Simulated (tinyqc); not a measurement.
Enthalpies against pressure: pressure-driven transition between two phases with analytic equations of state. Computed by tinyqc, a small Python program. Command: `OMP_NUM_THREADS=1 python tinyqc.py 3031855 3031856 out.jsonl transition walk`. One thread of a shared host (Intel(R) Xeon(R) Processor @ 2.30GHz), about 0.06 s of CPU time with the checks.

Each phase obeys E = E0 + (B0 V/B') [(V0/V)^B'/(B' - 1) + 1] - B0 V0/(B' - 1), P = (B0/B') [(V0/V)^B' - 1]; E0 = 0 for phase 1 and Delta E0 for phase 2. H = E + P V.

Inputs (values chosen for the exercise, for two model phases): volume V0 of phase 1 = 26.8 angstrom^3/atom; B0 of phase 1 = 231 GPa; B' of phase 1 = 3.72; volume V0 of phase 2 = 20.8 angstrom^3/atom; B0 of phase 2 = 248 GPa; B' of phase 2 = 4.26; energy of phase 2 above phase 1, Delta E0 = 0.89 eV/atom.

Equation of state: Murnaghan.

Constants: 1 eV/angstrom^3 = 160.2176634 GPa.

Method. Start from P = Delta E0/(V0 of phase 1 - V0 of phase 2); at each P solve P(V) = P for both phases and step P(new) = P - (H_2 - H_1)/(V_2 - V_1); stop when |H_2 - H_1| < 1e-10 eV. At the zero-temperature transition the volume change is V_2/V_1 - 1 and the work is P (V_1 - V_2). For each P solve P(V) = P in both phases.

transition pressure = 25.2519 GPa

V_1 at the transition = 24.4512 angstrom^3

V_2 at the transition = 19.1131 angstrom^3

Both phases:
```
P (GPa)  V_1 (angstrom^3)  V_2 (angstrom^3)  H_2 - H_1 (meV/atom)   stable
0.0                26.800            20.800                890.00  phase 1
6.3                26.113            20.304                657.91  phase 1
13.0               25.465            19.839                418.89  phase 1
19.0               24.944            19.466                211.00  phase 1
23.0               24.623            19.236                 75.37  phase 1
27.0               24.321            19.020                -58.04  phase 2
33.0               23.899            18.719               -254.26  phase 2
40.0               23.447            18.397               -477.69  phase 2
```

What follows from these numbers?

H_2 - H_1 changes with slope V_2 - V_1, from -6.000 to -5.050 angstrom^3 per atom over the table, and passes zero at 25.25 GPa. An error of 10 meV per atom in Delta E0 moves the transition by about 0.30 GPa.
